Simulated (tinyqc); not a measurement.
Crystal pulling from the melt: segregation, interface stability, heat balance and point-defect regime: one step, computed by the program tinyqc.

A dilute solute; steady pulling with a flat interface unless it is found unstable.

Problem. Constitutional supercooling. Liquidus slope per concentration (van 't Hoff): |m| = k_B T_m^2 (1 - k0)/L. Solute gradient at the interface: G_C = (V/D) C_s (1 - k0)/k0. Constitutional supercooling sets in when |m| G_C > G_L. Critical C_s from the equality.

Inputs (values chosen for the exercise, for a model semiconductor):
```
quantity,value,unit
equilibrium coefficient k0,0.57,-
diffusivity in the melt D,0.00017,cm^2/s
pull rate V,0.61,mm/min
gradient in the melt G_L,9.9,K/cm
latent heat per volume L,4120,J/cm^3
melting point T_m,1685,K
```

C_s = 4.573930e+16 1/cm^3

Constants: k_B = 1.380649e-23 J/K.

Give: |m|; |m| G_C; critical C_s; ratio |m| G_C/G_L.

Solution.

|m| = 4.091e-21 K cm^3

|m| G_C = 8.442e-04 K/cm

critical C_s = 5.364e+20 1/cm^3

ratio |m| G_C/G_L = 8.528e-05

The interface is stable by this test, with a margin of 12000.
